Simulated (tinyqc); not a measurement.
Inside a calculation. Model: vacuum evaporation: vapour pressure, source flux, thickness distribution, purity and step coverage. Computed by tinyqc, a small Python program that keeps every step. Command: `OMP_NUM_THREADS=1 python tinyqc.py 3111560 3111561 out.jsonl evap walk`. One thread of a shared host (Intel(R) Xeon(R) Processor @ 2.30GHz), about 0.01 s of CPU time with the checks. Intermediate numbers are printed to about 7 digits and carried at full precision; extremes and crossings named in words are read from the listed rows.

Molecular flow, unit sticking of the metal, no re-evaporation. The background gas is taken as water vapour (18.015 g/mol, collision diameter 0.37 nm) at 300 K.

Inputs (values chosen for the exercise, modelled on titanium, with constants for the liquid):
```
quantity,value,unit
molar mass M,47.87,g/mol
film density rho,4.51,g/cm^3
vapour-pressure constant A,11.4,-
vapour-pressure constant B,22820,K
source temperature T,2140,K
source area,2.3,cm^2
directionality n,1,-
source-to-wafer distance h,62,cm
wafer radius R,5,cm
source offset from the axis s/h,0.76,-
background pressure p,1e-06,Pa
sticking of background gas,0.2,-
aspect ratio of a trench,1.5,-
```

Constants: u = 1.6605390666e-27 kg; k_B = 1.380649e-23 J/K; R = 8.314462618 J/(mol K).

## Vapour pressure and flux

log10(p_v/Pa) = A - B/T; flux from the surface Phi = p_v/sqrt(2 pi m k_B T), m = M u. Mass loss = Phi x area x m; heat of evaporation = ln(10) R B; d ln Phi/dT = ln(10) B/T^2 - 1/(2 T).

vapour pressure p_v = 5.450654 Pa

flux Phi = 4.486977e+18 1/(cm^2 s)

mass loss = 2.953226 g/h

heat of evaporation = 436.8834 kJ/mol

change of flux per kelvin = 1.124006 %/K

Holding the rate to 1 % needs the temperature to about 0.89 K.

## Rate and uniformity on a fixed wafer above the source

A small source emits (n + 1) Phi area cos^n(phi)/(2 pi) per solid angle; on a parallel plane at height h and lateral distance l the arrival rate is (n + 1) Phi area/(2 pi h^2) x (1 + (l/h)^2)^(-(n + 3)/2). Growth rate = arrival rate x m/rho, m = M u. The wafer is fixed and centred above the source.

arrival rate at the centre = 8.545716e+14 1/(cm^2 s)

growth rate at the centre = 0.1506206 nm/s

edge over centre = 0.9871185

non-uniformity (max - min)/(max + min) = 0.6482494 %

share of the material that lands on the wafer, 1 - (1 + (R/h)^2)^(-(n + 1)/2) = 0.6461618 %

## Offset source and rotation

Rotating wafer, source offset by s and facing upwards: thickness at radius r is the mean over the angle a of (1 + (r^2 + s^2 - 2 r s cos a)/h^2)^(-(n + 3)/2), by 360 equal steps; non-uniformity (max - min)/(max + min) over 21 radii from 0 to R.

centre thickness relative to an axial source = 0.4017966

edge over centre, rotating = 1.000781

non-uniformity, rotating = 0.03904292 %

## Choosing the offset

The curvature at the centre vanishes at s/h = sqrt(2/(n + 3)).

Against the offset:
```
s/h,centre thickness,edge over centre,non-uniformity (%)
0.0,1.000000,0.987119,0.6482494
0.2,0.924556,0.989019,0.5521018
0.4,0.743163,0.993435,0.3293231
0.5,0.640000,0.995822,0.2093526
0.6,0.540657,0.998003,0.0999747
0.7,0.450430,0.999852,0.0074243
0.8,0.371802,1.001326,0.0662500
0.9,0.305241,1.002439,0.1218127
1.1,0.204746,1.003772,0.1882320
```

The best row, s/h = 0.7, has 0.0074 % against 0.65 % on the axis, at the price of a rate lower by a factor 2.22; the small-wafer optimum is sqrt(2/(n + 3)) = 0.71.

## Scattering and purity

Mean free path lambda = k_B T_g/(sqrt2 pi d^2 p); unscattered share exp(-h/lambda); gas arrival p/sqrt(2 pi m_g k_B T_g); impurity ratio = sticking x gas arrival/metal arrival; monolayer time = 1e15 cm^-2/(sticking x gas arrival).

mean free path = 6809.829 m

unscattered share = 0.9999090

gas arrival rate = 3.583984e+12 1/(cm^2 s)

impurity ratio = 8.387792e-04

monolayer time = 1395.095 s

## A trench at the wafer edge

Fixed wafer, axial point source, trench running tangentially at r = R: the beam arrives at tan(a) = R/h. Shadowed share of the floor = aspect ratio x tan(a) (at most 1); the wall facing the source grows at tan(a) times the field rate, the other wall not at all.

angle a = 4.610649 degrees

shadowed share of the floor = 0.1209677

wall over field thickness = 0.08064516

Checks made by the program: share on the wafer by quadrature (relative difference 4e-10).
